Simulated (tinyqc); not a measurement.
# Worked calculation: frequency dispersion of an accumulation capacitance by border traps, distributed model

Program tinyqc, `OMP_NUM_THREADS=1 python tinyqc.py 2202197 2202198 out.jsonl`; Intel Xeon 2.30GHz, shared host, one thread, about 0.4 s. Printed values are rounded.

Traps spread evenly through the insulator exchange electrons with the semiconductor by tunnelling, with tau(x) = t0 exp(2 ka x) at depth x from the interface. The admittance per area Y seen at depth x obeys dY/dx = -Y^2/(i w eps0 eox) + q Nb ln(1 + i w tau)/tau, with Y(0) = i w Cs and w = 2 pi f; the gate sees Y(tox) = G + i w C. Working variable y = Y/(i w), in uF/cm^2. Cox = eps0 eox/tox.

Parameters, values chosen for the exercise; permittivity close to that of aluminium oxide:
```
symbol   value         unit                                               meaning
eox       8.69                             relative permittivity of the insulator
tox        4.7           nm                                   insulator thickness
Cs         6.2      uF/cm^2             semiconductor capacitance in accumulation
Nb      4.2e18  cm^-3 eV^-1                               density of border traps
ka         6.3         1/nm  decay constant of the wave function in the insulator
t0       1e-10            s              time constant of a trap at the interface
f         1000           Hz                                             frequency
xe         1.5           nm               depth down to which the steps are taken
```

Constants: q = 1.602176634e-19 C, eps0 = 8.8541878128e-14 F/cm where lengths are in cm. Results are converted to the units shown.

## Scales and lumped estimate

Cox; trap-free value 1/(1/Cox + 1/Cs); response depth d = ln(1/(w t0))/(2 ka), where w tau = 1; lumped estimate: all traps within d act as C_bt = q Nb d placed at d/2, so C = 1/{1/[1/(1/Cs + d/(2 eps0 eox)) + C_bt] + (tox - d/2)/(eps0 eox)}.

Cox = 1.63708 uF/cm^2
trap-free C = 1.29511 uF/cm^2
d = 1.13335 nm
C_bt = 0.0762648 uF/cm^2
lumped C = 1.30209 uF/cm^2

The traps within reach amount to 0.0123 Cs and lie in the first 24.1 % of the insulator.

## Midpoint steps through the active depth

In terms of y: dy/dx = -y^2/(eps0 eox) + s(x), s = q Nb ln(1 + z)/z, z = i w tau. 8 midpoint steps of h = xe/8: y_half = y + (h/2) y'(x, y), y(new) = y + h y'(x + h/2, y_half).

x, point 0 to 8 (nm): [0, 0.1875, 0.375, 0.5625, 0.75, 0.9375, 1.125, 1.31250, 1.5]
s, point 0 to 8 (uF/(cm^2 nm)): [0.0672914+0.0000000i, 0.0672914-0.0000002i, 0.0672914-0.0000024i, 0.0672914-0.0000253i, 0.0672900-0.0002686i, 0.0671309-0.0028422i, 0.0547888-0.0221826i, 0.0103259-0.0159319i, 0.0010351-0.0030637i]
y, point 0 to 8 (uF/cm^2): [6.20000+0.00000i, 5.41030+0.00000i, 4.79900+0.00000i, 4.31272+0.00000i, 3.91722-0.00002i, 3.58960-0.00017i, 3.31372-0.00178i, 3.07186-0.00607i, 2.85928-0.00644i]

## Capacitance and conductance at the gate

y at xe = 2.85928-0.00644i uF/cm^2

Beyond xe the traps are ignored, so 1/y(tox) = 1/y(xe) + (tox - xe)/(eps0 eox); C = Re y, G/w = -Im y, loss tangent G/(w C).

y at the gate = 1.30611-0.00134i uF/cm^2
C = 1.30611 uF/cm^2
G/w = 0.00134343 uF/cm^2
loss tangent = 0.00102857

A fine integration over the whole insulator gives C = 1.3033 and G/w = 0.001411 uF/cm^2; the coarse G/w is 4.8 % below that. The fine C is 0.63 % above the trap-free value, and the lumped estimate is 0.089 % below the fine result.
